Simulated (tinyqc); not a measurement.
Joule-heated wire on a substrate, fin equation: two steps of the calculation.

A wire of length L loses heat along itself to two contacts and sideways to the substrate: kap A theta'' - g theta + p = 0 with theta = T - T0 and p = p0. The ends are held at T0. Constant conductivity, diffusive heat flow.

Values chosen for this exercise:
- kap = 120 W/(m K) (conductivity along the wire)
- A = 1300 nm^2 (cross-section)
- g = 2.1 W/(m K) (conductance per length to the substrate)
- L = 1000 nm (length between the contacts)
- Rc = 0 K/uW (thermal resistance of each contact)
- p0 = 0.37 uW/nm (heating per length)

Task 1. The tridiagonal system. Nodes x_i = i h, h = L/10; box widths w_i = h (h/2 at the ends); c = kap A/h; equation of node i: -c theta_(i-1) + d_i theta_i - c theta_(i+1) = b_i with d_i = 2 c + g w_i, b_i = p(x_i) w_i; theta = 0 at the end nodes.

Give: c; d; b.

Result 1.

c = 1.560 uW/K

```
node  d (uW/K)  b (uW)
1        3.330   37.00
2        3.330   37.00
3        3.330   37.00
4        3.330   37.00
5        3.330   37.00
6        3.330   37.00
7        3.330   37.00
8        3.330   37.00
9        3.330   37.00
```

Task 2. Closed form at the middle. theta(L/2) = (p0/g)[1 - 1/(cosh(L/(2 LH)) + Rc g LH sinh(L/(2 LH)))], LH = sqrt(kap A/g).

Wanted: theta(L/2).

Result 2.

theta(L/2) = 121.3 K

tinyqc, about 0.01 s, one thread, Intel Xeon 2.30GHz (shared host): `OMP_NUM_THREADS=1 python tinyqc.py 2520040 2520041 out.jsonl`
